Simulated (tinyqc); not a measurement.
# Inputs raised by 5 %, one at a time

Model: time-domain thermoreflectance: layered heat flow under a modulated pulse train, and what the signal ratio measures. Computed by tinyqc, a small Python program. Command: `OMP_NUM_THREADS=1 python tinyqc.py 3114115 3114116 out.jsonl tdtr sens`. One thread of a shared host (Intel(R) Xeon(R) Processor @ 2.30GHz), about 0.2 s of CPU time with the checks.

Pulses repeat at 80 MHz; heat is laid down at the surface, all layers are isotropic, and the film is in perfect contact with the substrate.

Inputs (values chosen for the exercise, modelled on aluminium on germanium):
```
quantity                                value        unit
metal thickness d                          72          nm
metal conductivity                        130     W/(m K)
metal heat capacity                      2.42  MJ/(m^3 K)
boundary conductance G under the metal     45  MW/(m^2 K)
film thickness                             77          nm
film conductivity                         1.2     W/(m K)
film heat capacity                          3  MJ/(m^3 K)
substrate conductivity kappa             55.8     W/(m K)
substrate heat capacity C                1.73  MJ/(m^3 K)
modulation frequency f                    9.8         MHz
spot radius w (1/e^2, pump and probe)     7.7  micrometre
delay t                                   700          ps
```

Stack: metal, film, substrate.

Method:
- For radial wave number k and angular frequency W each layer has u = sqrt(4 pi^2 k^2 + i W C/kappa) and gamma = kappa u. Surface impedance from below: Z = 1/gamma for the substrate; a layer of thickness L maps Z to (Z + tanh(u L)/gamma)/(1 + gamma Z tanh(u L)); a boundary adds 1/G.
- Response per absorbed watt H(W) = 2 pi int_0^(2/w) Z(k, W) exp(-pi^2 k^2 w^2) k dk by 20 Gauss-Legendre points.
- Signal: X + iY = sum_(m = -M..M) H(2 pi (f + m f_r)) exp(i 2 pi m f_r t) exp(-pi (m/M)^2 x 4), f_r = 80 MHz, M = 4000, with H(-W) the complex conjugate of H(W); V_in = X, V_out = Y, ratio = -V_in/V_out.

Runs:
```
input moved                                         from     to  ratio -V_in/V_out  V_in (K/mW)  V_out (K/mW)  phase of H(2 pi f) (degrees)
base run                                               -      -              1.763       0.3698       -0.2098                        -50.49
metal thickness d (nm)                                72   75.6              1.698       0.3529       -0.2079                        -51.41
substrate conductivity kappa (W/(m K))              55.8  58.59              1.766       0.3702       -0.2097                        -50.41
modulation frequency f (MHz)                         9.8  10.29              1.752       0.3611       -0.2061                        -51.48
spot radius w (1/e^2, pump and probe) (micrometre)   7.7  8.085              1.755       0.3352       -0.1910                        -50.61
film conductivity (W/(m K))                          1.2   1.26              1.810       0.3707       -0.2048                        -49.74
film thickness (nm)                                   77  80.85              1.722       0.3674       -0.2133                        -51.31
delay t (ps)                                         700    735              1.749       0.3675       -0.2102                        -50.49
```

Exponents ln(y'/y) / ln(x'/x):
```
input                                  ratio -V_in/V_out    V_in   V_out  phase of H(2 pi f)
metal thickness d                                 -0.771  -0.956  -0.185               0.372
substrate conductivity kappa                       0.033   0.024  -0.009              -0.032
modulation frequency f                            -0.122  -0.489  -0.366               0.398
spot radius w (1/e^2, pump and probe)             -0.089  -2.011  -1.922               0.051
film conductivity                                  0.538   0.050  -0.488              -0.303
film thickness                                    -0.475  -0.132   0.343               0.331
delay t                                           -0.165  -0.125   0.039               0.000
```

Among the inputs moved here: ratio -V_in/V_out answers most in size to metal thickness d (exponent -0.771), next to film conductivity (+0.538). V_in answers most in size to spot radius w (1/e^2, pump and probe) (exponent -2.011), next to metal thickness d (-0.956). Its exponent -2.011 in spot radius w (1/e^2, pump and probe): one-dimensional flow, power over area. V_out answers most in size to spot radius w (1/e^2, pump and probe) (exponent -1.922), next to film conductivity (-0.488). Phase of H(2 pi f) answers most in size to modulation frequency f (exponent +0.398), next to metal thickness d (+0.372); its exponent is below 0.0005 for delay t.
